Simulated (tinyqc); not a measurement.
A longer run and its error bar: q-state Potts model on a small periodic square lattice: enumeration, Metropolis, heat-bath and Wolff steps. Computed by tinyqc, a small Python program. Command: `OMP_NUM_THREADS=1 python tinyqc.py 3110692 3110693 out.jsonl potts walk`. One thread of a shared host (Intel(R) Xeon(R) Processor @ 2.30GHz), about 0.05 s of CPU time with the checks.

E = -J x (number of nearest-neighbour bonds with equal states); n x n sites with periodic edges have 2 n^2 bonds. Order parameter m = (q f - 1)/(q - 1), f being the largest share of one state. Sites are numbered row by row from 0. Here q = 3 and n = 3.

Inputs (values chosen for the exercise, for a model of domains or grain orientations):
```
quantity             value  unit
number of states q       3     -
edge n                   3     -
coupling J              44   meV
temperature T          682     K
seed                813837     -
```

Update: Metropolis.

Constants: k_B = 8.617333262e-05 eV/K.

Method:
- K = J/(k_B T); the infinite square lattice orders at K_c = ln(1 + sqrt(q)); Wolff bond probability p = 1 - exp(-K).
- All q^(n^2) states are counted by their number b of equal bonds; weights g(b) exp(K b), K = J/(k_B T). Per site: u = -J <b>/n^2, c/k_B = K^2 (<b^2> - <b>^2)/n^2.
- ln Z = ln sum g(b) exp(K b); entropy per site s/k_B = (ln Z - K <b>)/n^2.
- After 400 updates are discarded, b is recorded for 4000 sweeps of n^2 steps of the update named (random numbers not printed, so these rows are one sample). Records are averaged in blocks; the error is the scatter of block means over sqrt(number of blocks), and the last column its square over that for single records.

start states:
```
   1  2  3
1  0  2  2
2  2  1  1
3  2  1  0
```

K = 0.748679

<b> = 12.0925

Blocking:
```
block length    mean b    error  variance ratio
1             12.27275  0.06277          1.0000
4             12.27275  0.10588          2.8460
16            12.27275  0.13871          4.8839
40            12.27275  0.15909          6.4243
100           12.27275  0.13143          4.3850
```

The run gives 12.273 +/- 0.159 (blocks of 40) against the exact 12.092, a difference of 1.1 error bars. Single records understate the error by a factor of about 2.5, because successive records are correlated.

Extremes, crossings and ranges named in words are read from the listed rows.
